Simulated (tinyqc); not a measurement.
Worked calculation (part 1 of 3): UHF in the 6-31g basis, for H3+, spin multiplicity 1. Computed by tinyqc, a small Python program that keeps every step (integrals from PySCF). Settings: charge = 1, multiplicity = 1, basis = 6-31g, energy threshold = 1e-10, iteration cap = 72, orthogonalisation = canonical, start = Wolfsberg-Helmholz matrix, DIIS depth = 6, damping = 0.2, method = UHF, break = 0.4. Command: `OMP_NUM_THREADS=1 python tinyqc.py 22571 22572 out.jsonl` (the two numbers bound the seeds that draw the settings). One thread of a shared host (Intel(R) Xeon(R) Processor @ 2.60GHz), about 0.08 s of CPU time with the checks. Later iterations appear only in the table of the cycle.

## One-electron integrals

Geometry (angstrom):
```
atom         x         y          z
H     0.000000  0.000000   0.000000
H     0.000000  0.000000   0.868000
H     0.000000  0.064000  -0.866000
```

Basis 6-31g: exponents (1/bohr^2) and contraction coefficients of normalised primitives:
```
element  l (shell)   exponent  coefficient
H            s (1)  18.731137     0.033495
H            s (1)   2.825394     0.234727
H            s (1)   0.640122     0.813757
H            s (2)   0.161278     1.000000
```

Overlap, kinetic and nuclear-attraction integrals over the contracted functions; the nuclear repulsion is the sum of Za Zb / Rab.

nuclear repulsion = 1.52401792 hartree

overlap S:
```
          1H 1s     1H 2s     2H 1s     2H 2s     3H 1s     3H 2s
1H 1s  1.000000  0.658292  0.347495  0.462200  0.347212  0.462064
1H 2s  0.658292  1.000000  0.462200  0.804961  0.462064  0.804816
2H 1s  0.347495  0.462200  1.000000  0.658292  0.022176  0.160561
2H 2s  0.462200  0.804961  0.658292  1.000000  0.160561  0.420200
3H 1s  0.347212  0.462064  0.022176  0.160561  1.000000  0.658292
3H 2s  0.462064  0.804816  0.160561  0.420200  0.658292  1.000000
```

kinetic energy T (hartree):
```
          1H 1s     1H 2s      2H 1s     2H 2s      3H 1s     3H 2s
1H 1s  1.395678  0.259735   0.112132  0.139097   0.111848  0.139020
1H 2s  0.259735  0.241917   0.139097  0.166567   0.139020  0.166514
2H 1s  0.112132  0.139097   1.395678  0.259735  -0.030547  0.003704
2H 2s  0.139097  0.166567   0.259735  0.241917   0.003704  0.042896
3H 1s  0.111848  0.139020  -0.030547  0.003704   1.395678  0.259735
3H 2s  0.139020  0.166514   0.003704  0.042896   0.259735  0.241917
```

nuclear attraction V (hartree):
```
           1H 1s      1H 2s      2H 1s      2H 2s      3H 1s      3H 2s
1H 1s  -2.865284  -1.517873  -0.880698  -1.057194  -0.879844  -1.056844
1H 2s  -1.517873  -1.631213  -0.977170  -1.273217  -0.976789  -1.272965
2H 1s  -0.880698  -0.977170  -2.564348  -1.330912  -0.055436  -0.347955
2H 2s  -1.057194  -1.273217  -1.330912  -1.438473  -0.347916  -0.685459
3H 1s  -0.879844  -0.976789  -0.055436  -0.347916  -2.564107  -1.330779
3H 2s  -1.056844  -1.272965  -0.347955  -0.685459  -1.330779  -1.438379
```

core Hamiltonian H = T + V (hartree):
```
           1H 1s      1H 2s      2H 1s      2H 2s      3H 1s      3H 2s
1H 1s  -1.469606  -1.258138  -0.768565  -0.918097  -0.767996  -0.917824
1H 2s  -1.258138  -1.389297  -0.838074  -1.106649  -0.837769  -1.106451
2H 1s  -0.768565  -0.838074  -1.168669  -1.071177  -0.085982  -0.344250
2H 2s  -0.918097  -1.106649  -1.071177  -1.196556  -0.344212  -0.642563
3H 1s  -0.767996  -0.837769  -0.085982  -0.344212  -1.168428  -1.071044
3H 2s  -0.917824  -1.106451  -0.344250  -0.642563  -1.071044  -1.196462
```

## Two-electron integrals

Functions are numbered as in S; the eight-fold symmetry (ij|kl) = (ji|kl) = (kl|ij) leaves the list below.

Two-electron integrals (ij|kl) in chemists' order, unique and non-zero (hartree):
```
(11|11) 1.076566   (21|11) 0.578470   (21|21) 0.329423   (22|11) 0.587396
(22|21) 0.361304   (22|22) 0.453150   (31|11) 0.296866   (31|21) 0.170891
(31|22) 0.189661   (31|31) 0.114452   (32|11) 0.291796   (32|21) 0.179241
(32|22) 0.221472   (32|31) 0.127562   (32|32) 0.161335   (33|11) 0.586347
(33|21) 0.369033   (33|22) 0.470870   (33|31) 0.296866   (33|32) 0.397979
(33|33) 1.076566   (41|11) 0.397979   (41|21) 0.227704   (41|22) 0.251603
(41|31) 0.127562   (41|32) 0.137112   (41|33) 0.291796   (41|41) 0.161335
(42|11) 0.445517   (42|21) 0.276054   (42|22) 0.351997   (42|31) 0.161568
(42|32) 0.199574   (42|33) 0.445517   (42|41) 0.199574   (42|42) 0.293625
(43|11) 0.369033   (43|21) 0.231228   (43|22) 0.297122   (43|31) 0.170891
(43|32) 0.227704   (43|33) 0.578470   (43|41) 0.179241   (43|42) 0.276054
(43|43) 0.329423   (44|11) 0.470870   (44|21) 0.297122   (44|22) 0.395327
(44|31) 0.189661   (44|32) 0.251603   (44|33) 0.587396   (44|41) 0.221472
(44|42) 0.351997   (44|43) 0.361304   (44|44) 0.453150   (51|11) 0.296583
(51|21) 0.170733   (51|22) 0.189497   (51|31) 0.071486   (51|32) 0.072990
(51|33) 0.141959   (51|41) 0.109763   (51|42) 0.130667   (51|43) 0.092539
(51|44) 0.131046   (51|51) 0.114260   (52|11) 0.291646   (52|21) 0.179156
(52|22) 0.221383   (52|31) 0.073022   (52|32) 0.078820   (52|33) 0.155064
(52|41) 0.113951   (52|42) 0.148385   (52|43) 0.101616   (52|44) 0.148815
(52|51) 0.127413   (52|52) 0.161239   (53|11) 0.021435   (53|21) 0.011974
(53|22) 0.012679   (53|31) 0.006221   (53|32) 0.006344   (53|33) 0.012993
(53|41) 0.008265   (53|42) 0.009656   (53|43) 0.008107   (53|44) 0.010301
(53|51) 0.006217   (53|52) 0.006342   (53|53) 0.000440   (54|11) 0.112907
(54|21) 0.067927   (54|22) 0.080854   (54|31) 0.028681   (54|32) 0.030505
(54|33) 0.060053   (54|41) 0.043787   (54|42) 0.055505   (54|43) 0.039155
(54|44) 0.056139   (54|51) 0.045637   (54|52) 0.054830   (54|53) 0.002426
(54|54) 0.019149   (55|11) 0.586148   (55|21) 0.368928   (55|22) 0.470792
(55|31) 0.142055   (55|32) 0.155103   (55|33) 0.304941   (55|41) 0.229058
(55|42) 0.304118   (55|43) 0.200616   (55|44) 0.300045   (55|51) 0.296583
(55|52) 0.397855   (55|53) 0.012993   (55|54) 0.130232   (55|55) 1.076566
(61|11) 0.397855   (61|21) 0.227634   (61|22) 0.251527   (61|31) 0.109829
(61|32) 0.113968   (61|33) 0.229044   (61|41) 0.153673   (61|42) 0.185505
(61|43) 0.145927   (61|44) 0.194703   (61|51) 0.127413   (61|52) 0.137015
(61|53) 0.008263   (61|54) 0.050977   (61|55) 0.291646   (61|61) 0.161239
(62|11) 0.445414   (62|21) 0.275992   (62|22) 0.351923   (62|31) 0.130750
(62|32) 0.148410   (62|33) 0.304092   (62|41) 0.185520   (62|42) 0.256142
(62|43) 0.195744   (62|44) 0.274079   (62|51) 0.161406   (62|52) 0.199476
(62|53) 0.009655   (62|54) 0.070309   (62|55) 0.445414   (62|61) 0.199476
(62|62) 0.293518   (63|11) 0.112932   (63|21) 0.067939   (63|22) 0.080862
(63|31) 0.045676   (63|32) 0.054846   (63|33) 0.130232   (63|41) 0.050998
(63|42) 0.070323   (63|43) 0.075524   (63|44) 0.085276   (63|51) 0.028662
(63|52) 0.030497   (63|53) 0.002426   (63|54) 0.011820   (63|55) 0.060053
(63|61) 0.043781   (63|62) 0.055500   (63|63) 0.019149   (64|11) 0.246742
(64|21) 0.151776   (64|22) 0.190376   (64|31) 0.079691   (64|32) 0.093072
(64|33) 0.197897   (64|41) 0.105702   (64|42) 0.147905   (64|43) 0.124871
(64|44) 0.166136   (64|51) 0.079630   (64|52) 0.093046   (64|53) 0.005329
(64|54) 0.033986   (64|55) 0.197897   (64|61) 0.105674   (64|62) 0.147882
(64|63) 0.033986   (64|64) 0.080012   (65|11) 0.368928   (65|21) 0.231173
(65|22) 0.297077   (65|31) 0.092602   (65|32) 0.101642   (65|33) 0.200616
(65|41) 0.145940   (65|42) 0.195761   (65|43) 0.131805   (65|44) 0.195822
(65|51) 0.170733   (65|52) 0.227634   (65|53) 0.008107   (65|54) 0.075524
(65|55) 0.578470   (65|61) 0.179156   (65|62) 0.275992   (65|63) 0.039155
(65|64) 0.124871   (65|65) 0.329423   (66|11) 0.470792   (66|21) 0.297077
(66|22) 0.395284   (66|31) 0.131141   (66|32) 0.148854   (66|33) 0.300045
(66|41) 0.194734   (66|42) 0.274109   (66|43) 0.195822   (66|44) 0.285890
(66|51) 0.189497   (66|52) 0.251527   (66|53) 0.010301   (66|54) 0.085276
(66|55) 0.587396   (66|61) 0.221383   (66|62) 0.351923   (66|63) 0.056139
(66|64) 0.166136   (66|65) 0.361304   (66|66) 0.453150
```

## Orthogonalisation

S = U s U^T; canonical form X = U s^(-1/2), so that X^T S X = 1. Each column of U has its largest component positive (the first on a tie).

eigenvalues of S: 0.037518  0.242769  0.448995  0.559367  1.314855  3.396495

X:
```
               1          2          3          4          5         6
1H 1s  -0.791729  -0.000148   0.177296   1.197536  -0.000159  0.217167
1H 2s   4.016595  -0.000163  -0.518100  -0.071543   0.000000  0.282641
2H 1s   0.233711   0.804595   0.892996  -0.280895  -0.510535  0.168028
2H 2s  -2.212414  -1.188109  -0.407894  -0.309144  -0.345658  0.235520
3H 1s   0.233473  -0.804710   0.892868  -0.280605   0.510690  0.167979
3H 2s  -2.211317   1.188529  -0.407799  -0.308726   0.345848  0.235486
```

## Starting guess

The start is the generalised Wolfsberg-Helmholz matrix (K = 1.75) built on H, with HOMO and LUMO mixed by +/-0.4 rad for the two spins; D(s) = C_occ C_occ^T for each spin.

D(alpha) at the start:
```
           1H 1s      1H 2s      2H 1s      2H 2s      3H 1s      3H 2s
1H 1s   0.107343   0.104733  -0.033625   0.007606   0.095636   0.097227
1H 2s   0.104733   0.102187  -0.032808   0.007421   0.093311   0.094863
2H 1s  -0.033625  -0.032808   0.010533  -0.002383  -0.029958  -0.030456
2H 2s   0.007606   0.007421  -0.002383   0.000539   0.006777   0.006890
3H 1s   0.095636   0.093311  -0.029958   0.006777   0.085206   0.086623
3H 2s   0.097227   0.094863  -0.030456   0.006890   0.086623   0.088064
```

D(beta) at the start:
```
           1H 1s      1H 2s      2H 1s      2H 2s      3H 1s      3H 2s
1H 1s   0.107390   0.104729   0.095709   0.097247  -0.033702   0.007531
1H 2s   0.104729   0.102133   0.093337   0.094837  -0.032867   0.007344
2H 1s   0.095709   0.093337   0.085299   0.086669  -0.030036   0.006711
2H 2s   0.097247   0.094837   0.086669   0.088062  -0.030519   0.006819
3H 1s  -0.033702  -0.032867  -0.030036  -0.030519   0.010577  -0.002363
3H 2s   0.007531   0.007344   0.006711   0.006819  -0.002363   0.000528
```

## Iteration 1: building the Fock matrix

J_ij = sum D_kl (ij|kl) with D = D(alpha) + D(beta), K_ij = sum D_kl (ik|jl) for each spin; F = H + J - K(s); E = tr D H + tr D J / 2 - 0.5 sum_s tr D(s) K(s) + E_nn.

Coulomb J (hartree):
```
          1H 1s     1H 2s     2H 1s     2H 2s     3H 1s     3H 2s
1H 1s  1.400298  0.827639  0.443756  0.575828  0.443319  0.575634
1H 2s  0.827639  0.976498  0.502448  0.758448  0.502186  0.758257
2H 1s  0.443756  0.502448  1.097696  0.672743  0.029610  0.183638
2H 2s  0.575828  0.758448  0.672743  0.850857  0.183599  0.410301
3H 1s  0.443319  0.502186  0.029610  0.183599  1.097340  0.672557
3H 2s  0.575634  0.758257  0.183638  0.410301  0.672557  0.850706
```

exchange K(alpha) (hartree):
```
          1H 1s     1H 2s     2H 1s     2H 2s     3H 1s     3H 2s
1H 1s  0.497121  0.417912  0.119964  0.249401  0.368990  0.386438
1H 2s  0.417912  0.403036  0.105043  0.234536  0.381177  0.394086
2H 1s  0.119964  0.105043  0.040399  0.070135  0.073703  0.089270
2H 2s  0.249401  0.234536  0.070135  0.144558  0.196727  0.216924
3H 1s  0.368990  0.381177  0.073703  0.196727  0.485964  0.418151
3H 2s  0.386438  0.394086  0.089270  0.216924  0.418151  0.410762
```

exchange K(beta) (hartree):
```
          1H 1s     1H 2s     2H 1s     2H 2s     3H 1s     3H 2s
1H 1s  0.497214  0.417921  0.369250  0.386545  0.119735  0.249248
1H 2s  0.417921  0.402967  0.381340  0.394110  0.104812  0.234337
2H 1s  0.369250  0.381340  0.486306  0.418352  0.073599  0.196695
2H 2s  0.386545  0.394110  0.418352  0.410844  0.089104  0.216801
3H 1s  0.119735  0.104812  0.073599  0.089104  0.040227  0.069932
3H 2s  0.249248  0.234337  0.196695  0.216801  0.069932  0.144335
```

F(alpha) (hartree):
```
           1H 1s      1H 2s      2H 1s      2H 2s      3H 1s      3H 2s
1H 1s  -0.566429  -0.848411  -0.444773  -0.591669  -0.693667  -0.728628
1H 2s  -0.848411  -0.815835  -0.440668  -0.582737  -0.716760  -0.742280
2H 1s  -0.444773  -0.440668  -0.111373  -0.468569  -0.130075  -0.249883
2H 2s  -0.591669  -0.582737  -0.468569  -0.490258  -0.357340  -0.449186
3H 1s  -0.693667  -0.716760  -0.130075  -0.357340  -0.557052  -0.816637
3H 2s  -0.728628  -0.742280  -0.249883  -0.449186  -0.816637  -0.756518
```

F(beta) (hartree):
```
           1H 1s      1H 2s      2H 1s      2H 2s      3H 1s      3H 2s
1H 1s  -0.566523  -0.848420  -0.694060  -0.728813  -0.444412  -0.591439
1H 2s  -0.848420  -0.815765  -0.716966  -0.742311  -0.440395  -0.582532
2H 1s  -0.694060  -0.716966  -0.557280  -0.816786  -0.129971  -0.357308
2H 2s  -0.728813  -0.742311  -0.816786  -0.756543  -0.249717  -0.449063
3H 1s  -0.444412  -0.440395  -0.129971  -0.249717  -0.111315  -0.468418
3H 2s  -0.591439  -0.582532  -0.357308  -0.449063  -0.468418  -0.490091
```

total energy of this density = -1.11281799 hartree

This density is the starting one.

## Iteration 1: diagonalisation and new density

Diagonalise F' = X^T F X, C = X C', fill 1 alpha and 1 beta electrons from the bottom; D(s) = C_occ C_occ^T; the new density keeps 0.2 of the old one (damping). Each column has its largest component positive (the first on a tie).

F' = X^T F X (alpha) (hartree):
```
           1          2          3          4          5          6
1   0.457435   0.007352   0.104339  -0.439212  -0.004327  -0.007359
2   0.007352   0.540218   0.034238   0.006649  -0.198147   0.041419
3   0.104339   0.034238   0.541675  -0.134206  -0.074367  -0.120745
4  -0.439212   0.006649  -0.134206   0.360040  -0.007564  -0.181294
5  -0.004327  -0.198147  -0.074367  -0.007564  -0.387542  -0.222063
6  -0.007359   0.041419  -0.120745  -0.181294  -0.222063  -0.995384
```

orbital energies (alpha) (hartree): MO1 -1.105456, MO2 -0.365181, MO3 -0.012408, MO4 0.475578, MO5 0.595855, MO6 0.928054

coefficients C (alpha):
```
             MO1        MO2        MO3        MO4        MO5        MO6
1H 1s   0.354086  -0.128392   0.307386  -0.614411   0.305341  -1.196846
1H 2s   0.359311  -0.292839   2.582563   1.639240  -0.686959   2.538297
2H 1s   0.062273  -0.314478  -0.071215  -0.373338   1.021653   0.759088
2H 2s  -0.059453  -0.511976  -1.785959  -0.539819  -0.862366  -1.500964
3H 1s   0.355949   0.283490  -0.033641  -0.897175  -0.679924   0.625799
3H 2s   0.175501   0.642371  -1.714311   0.181960   1.186799  -1.383943
```

F' = X^T F X (beta) (hartree):
```
           1          2          3          4          5          6
1   0.457435  -0.007111   0.104331  -0.439201   0.004360  -0.007335
2  -0.007111   0.540217  -0.034189  -0.006844  -0.198123  -0.041418
3   0.104331  -0.034189   0.541616  -0.134177   0.074397  -0.120831
4  -0.439201  -0.006844  -0.134177   0.359990   0.007547  -0.181230
5   0.004360  -0.198123   0.074397   0.007547  -0.387614   0.222219
6  -0.007335  -0.041418  -0.120831  -0.181230   0.222219  -0.995356
```

orbital energies (beta) (hartree): MO1 -1.105525, MO2 -0.365146, MO3 -0.012439, MO4 0.475516, MO5 0.595922, MO6 0.927961

coefficients C (beta):
```
             MO1        MO2        MO3        MO4        MO5        MO6
1H 1s   0.354133  -0.128230   0.307452  -0.614403   0.304772  -1.196982
1H 2s   0.359159  -0.292525   2.582538   1.639460  -0.685211   2.538711
2H 1s   0.356068   0.283332  -0.033763  -0.897240  -0.678972   0.626876
2H 2s   0.175492   0.641990  -1.715289   0.181927   1.185391  -1.385591
3H 1s   0.062157  -0.314601  -0.071170  -0.372822   1.022575   0.757947
3H 2s  -0.059476  -0.512451  -1.784918  -0.540280  -0.863803  -1.499689
```

D(alpha) after iteration 1:
```
           1H 1s      1H 2s      2H 1s      2H 2s      3H 1s      3H 2s
1H 1s   0.121770   0.122728   0.010915  -0.015320   0.119956   0.069159
1H 2s   0.122728   0.123721   0.011339  -0.015605   0.120979   0.069420
2H 1s   0.010915   0.011339   0.005209  -0.003438   0.011741   0.002652
2H 2s  -0.015320  -0.015605  -0.003438   0.002936  -0.015574  -0.006969
3H 1s   0.119956   0.120979   0.011741  -0.015574   0.118401   0.067300
3H 2s   0.069159   0.069420   0.002652  -0.006969   0.067300   0.042253
```

D(beta) after iteration 1:
```
           1H 1s      1H 2s      2H 1s      2H 2s      3H 1s      3H 2s
1H 1s   0.121806   0.122698   0.120018   0.069167   0.010869  -0.015344
1H 2s   0.122698   0.123623   0.120975   0.069391   0.011286  -0.015620
2H 1s   0.120018   0.120975   0.118487   0.067323   0.011699  -0.015600
2H 2s   0.069167   0.069391   0.067323   0.042250   0.002623  -0.006986
3H 1s   0.010869   0.011286   0.011699   0.002623   0.005206  -0.003430
3H 2s  -0.015344  -0.015620  -0.015600  -0.006986  -0.003430   0.002936
```

## Iteration 2: building the Fock matrix

As before.

Coulomb J (hartree):
```
          1H 1s     1H 2s     2H 1s     2H 2s     3H 1s     3H 2s
1H 1s  1.452777  0.854609  0.460441  0.594577  0.459992  0.594379
1H 2s  0.854609  0.997992  0.518414  0.774588  0.518150  0.774398
2H 1s  0.460441  0.518414  1.139024  0.693125  0.030666  0.189576
2H 2s  0.594577  0.774588  0.693125  0.866884  0.189538  0.419332
3H 1s  0.459992  0.518150  0.030666  0.189538  1.138673  0.692943
3H 2s  0.594379  0.774398  0.189576  0.419332  0.692943  0.866741
```

exchange K(alpha) (hartree):
```
          1H 1s     1H 2s     2H 1s     2H 2s     3H 1s     3H 2s
1H 1s  0.538378  0.441368  0.169572  0.275654  0.384903  0.394455
1H 2s  0.441368  0.411054  0.148854  0.251535  0.385260  0.386984
2H 1s  0.169572  0.148854  0.088806  0.108440  0.098471  0.118980
2H 2s  0.275654  0.251535  0.108440  0.164753  0.205575  0.222228
3H 1s  0.384903  0.385260  0.098471  0.205575  0.499473  0.412855
3H 2s  0.394455  0.386984  0.118980  0.222228  0.412855  0.390410
```

exchange K(beta) (hartree):
```
          1H 1s     1H 2s     2H 1s     2H 2s     3H 1s     3H 2s
1H 1s  0.538475  0.441396  0.385159  0.394568  0.169375  0.275540
1H 2s  0.441396  0.411024  0.385424  0.387027  0.148663  0.251392
2H 1s  0.385159  0.385424  0.499780  0.413036  0.098405  0.205570
2H 2s  0.394568  0.387027  0.413036  0.390490  0.118859  0.222149
3H 1s  0.169375  0.148663  0.098405  0.118859  0.088613  0.108259
3H 2s  0.275540  0.251392  0.205570  0.222149  0.108259  0.164582
```

F(alpha) (hartree):
```
           1H 1s      1H 2s      2H 1s      2H 2s      3H 1s      3H 2s
1H 1s  -0.555207  -0.844897  -0.477696  -0.599174  -0.692906  -0.717901
1H 2s  -0.844897  -0.802359  -0.468513  -0.583597  -0.704879  -0.719037
2H 1s  -0.477696  -0.468513  -0.118452  -0.486493  -0.153788  -0.273655
2H 2s  -0.599174  -0.583597  -0.486493  -0.494425  -0.360249  -0.445459
3H 1s  -0.692906  -0.704879  -0.153788  -0.360249  -0.529228  -0.790956
3H 2s  -0.717901  -0.719037  -0.273655  -0.445459  -0.790956  -0.720131
```

F(beta) (hartree):
```
           1H 1s      1H 2s      2H 1s      2H 2s      3H 1s      3H 2s
1H 1s  -0.555304  -0.844926  -0.693283  -0.718088  -0.477379  -0.598986
1H 2s  -0.844926  -0.802328  -0.705083  -0.719089  -0.468282  -0.583445
2H 1s  -0.693283  -0.705083  -0.529426  -0.791089  -0.153721  -0.360245
2H 2s  -0.718088  -0.719089  -0.791089  -0.720163  -0.273533  -0.445381
3H 1s  -0.477379  -0.468282  -0.153721  -0.273533  -0.118368  -0.486359
3H 2s  -0.598986  -0.583445  -0.360245  -0.445381  -0.486359  -0.494302
```

total energy of this density = -1.17636509 hartree

This density is a damped mixture and is not idempotent.
